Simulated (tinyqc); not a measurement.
AlGaN/GaN HEMT with access regions, lumped model: one step of the calculation.

A polarisation-induced electron sheet under a Schottky gate, in series with two ungated access regions and contacts. Drift law v = mu E/(1 + mu E/vs) under the gate. Currents in mA/mm, resistances in ohm mm. No self-heating, no channel-length modulation; fits for polarisation, barrier and offset are chosen for the exercise.

Task. Drain current. Access resistance R(L, n) = L/(q mu n sqrt(1 - (I/(q n vs))^2)); Rs = Rc + R(Ls, n0), Rd = Rc + R(Ld, (1 - ft) n0). Vg' = Vg - I Rs, Vd' = Vd - I (Rs + Rd); with u = Vg' - VT, Vc = vs Lg/mu and w the smaller of Vd' and Vc [sqrt(1 + 2 u/Vc) - 1] (0 if negative), the channel gives (mu Cb/Lg)(u w - w^2/2)/(1 + w/Vc). I(new) = I + 0.1 (channel current - I).

Inputs (values chosen for the exercise); values close to those of AlGaN/GaN structures:
```
symbol  value        unit                                               meaning
mu       1900  cm^2/(V s)                                      channel mobility
vs      1.2e7        cm/s                                   saturation velocity
Lg        0.5          um                                           gate length
Ls        0.5          um                                  source access length
Ld         12          um                                   drain access length
Rc        0.3      ohm mm                            resistance of each contact
ft        0.3              share of the drain-access electrons removed by traps
Vg       -0.5           V                                          gate voltage
Vd          6           V                                         drain voltage
```

Constants: q = 1.602176634e-19 C. Results are converted to the units shown.

I after iteration 1 = 648.65010 mA/mm
VT = -4.7780431 V
Cb = 0.33645914 uF/cm^2
n0 = 1.0033951e13 cm^-2

Find: Rs; Rd; Vg'; Vd'; channel current; I after iteration 2.

Result.

Rs = 0.4738 ohm mm
Rd = 6.699 ohm mm
Vg' = -0.8073 V
Vd' = 1.347 V
channel current = 1079 mA/mm
I after iteration 2 = 691.7 mA/mm

tinyqc, about 0.02 s, one thread, Intel Xeon 2.30GHz (shared host): `OMP_NUM_THREADS=1 python tinyqc.py 2570073 2570074 out.jsonl`
